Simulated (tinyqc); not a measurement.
Six-band hole subbands of a thin body in a field: sweeps and comparisons. A value that a table varies takes the place of the one given here.

Basis X, Y, Z times spin, hole energies counted downwards from the unstrained edge (the hydrostatic shift is left out), c = hbar^2/2m0. For a symmetric tensor T let C(T) have C_XX = L Txx + M (Tyy + Tzz), C_XY = N Txy (cyclic), L = c (g1 + 4 g2), M = c (g1 - 2 g2), N = 6 c g3. k = q + kz n, n the unit normal, q = k1 u + k2 v with u along the channel [1-10] and v = n x u. H = C(k k^T) + (Dso/3)(1 - L.sigma) - B + e F z with (L_k)_ij = -i epsilon_kij; B is the block C built from the traceless strain with 2b, -b and sqrt(3) d in place of L, M, N. Strain: exx = eyy = (s11 + s12) sx/2, ezz = s12 sx, exy = -s44 sx/4. Hard walls at z = 0 and t; basis sin(j pi z/t), j = 1 to Nz: kz^2 = (j pi/t)^2, kz = -i D with D_jl = 4 j l/(t (j^2 - l^2)), z_jj = t/2 and z_jl = -8 t j l/(pi (j^2 - l^2))^2 for j + l odd; 1 MV/cm = 0.01 eV/angstrom.

Nz = 14. E1 is the top subband at q = 0, gap the distance to the next pair, and the masses are c q^2/(E(q) - E1) at |q| = 0.02 1/angstrom (mean of the spin pair) along the channel [1-10] and across it in the plane; a dash marks a band that does not rise.

Constants: hbar^2/2m0 = 3.80998211 eV angstrom^2.

Parameters, chosen for this exercise (near those of a p-type Si channel; shifted at random, so the results belong to these values and not to a real crystal): g1 = 4.28 (Luttinger gamma1); g2 = 0.34 (gamma2); g3 = 1.45 (gamma3); Dso = 0.043 eV (spin-orbit splitting); b = -2.14 eV (tetragonal potential); d = -4.82 eV (trigonal potential); S = (7.67, -2.12, 12.85) 1/TPa (compliances s11, s12, s44); face = 001 (surface); t = 80 angstrom (body thickness); F = 0.2 MV/cm (field across the body); sx = 0 GPa (stress along the channel [1-10], negative in compression).

## Stress along the channel

Each row has its own sx.

Results:

| sx (GPa) | E1 (meV) | gap (meV) | m channel | m across |
|---|---|---|---|---|
| -3.0 | -10.5 | 78.3 | 0.135 | 3.111 |
| -2.0 | 25.9 | 78.4 | 0.143 | 2.749 |
| -1.0 | 61.2 | 52.0 | 0.161 | 2.003 |
| -0.5 | 77.4 | 27.5 | 0.187 | 1.353 |
| 0.0 | 89.2 | 9.3 | 0.464 | 0.464 |
| 0.5 | 85.6 | 15.3 | 2.772 | 0.234 |
| 1.0 | 77.2 | 21.7 | 2.342 | 0.263 |

What does this show?

Under 2 GPa of compression the channel mass goes from 0.464 to 0.143 m0, the mass across from 0.464 to 2.749; the gap to the next subband is 78, 9 and 22 meV at -2, 0 and +1 GPa. The lightest channel mass of the table, 0.135 m0, is at -3.0 GPa.

## Surface orientation and number of bands

Three faces, six bands; and four bands, with Dso set to 1000 eV.

Results:

| case | E1 (meV) | gap (meV) | m channel | m across |
|---|---|---|---|---|
| (001) 6 bands | 89.2 | 9.3 | 0.464 | 0.464 |
| (001) 4 bands | 89.2 | 10.9 | 0.399 | 0.399 |
| (110) 6 bands | 48.9 | 27.5 | 0.118 | 0.281 |
| (110) 4 bands | 69.8 | 43.5 | 0.151 | 0.315 |
| (111) 6 bands | 64.5 | 23.3 | 0.272 | 0.277 |
| (111) 4 bands | 64.5 | 48.6 | 0.194 | 0.194 |

What does this show?

With six bands the top subband is shallowest on (110) (48.9 meV) and deepest on (001). The lightest channel mass is on (110) (0.118 m0). Dropping the split-off band moves E1 by 0.0, 20.9 and 0.0 meV and the gap by 1.6, 16.0 and 25.3 meV on the three faces, with Dso = 43 meV.

## What each parameter does

Six bands. Each row changes one parameter from the base and keeps the others.

Results:

| case | E1 (meV) | gap (meV) | m channel (m0) | m across (m0) |
|---|---|---|---|---|
| base | 89.2 | 9.3 | 0.464 | 0.464 |
| t = 90 angstrom | 88.9 | 8.8 | 0.473 | 0.473 |
| F = 0.5 MV/cm | 163.7 | 13.8 | 0.434 | 0.434 |
| sx = -0.5 GPa | 77.4 | 27.5 | 0.187 | 1.353 |
| g3 = 1.35 | 89.2 | 9.3 | 0.410 | 0.410 |
| g2 = 0.39 | 88.3 | 10.4 | 0.438 | 0.438 |
| Dso = 0.065 eV | 89.2 | 9.8 | 0.443 | 0.443 |
| d = -3.86 eV | 89.2 | 9.3 | 0.464 | 0.464 |

What does this show?

The largest shifts from the base row, up to three for each result and ties (the steps differ in size, so this ranks the rows, not the parameters). E1 (meV): F +74.4, sx -11.8, g2 -0.9; unchanged at the printed digits by g3, Dso and d. gap (meV): sx +18.2, F +4.5, g2 +1.1; unchanged at the printed digits by g3 and d. m channel (m0): sx -0.277, g3 -0.054, F -0.030; unchanged at the printed digits by d. m across (m0): sx +0.889, g3 -0.054, F -0.030; unchanged at the printed digits by d.

Run: tinyqc, `OMP_NUM_THREADS=1 python tinyqc.py 1282529 1282530 out.jsonl`; Intel(R) Xeon(R) Processor @ 2.30GHz, one thread, shared host; about 0.4 s of CPU time with all checks.
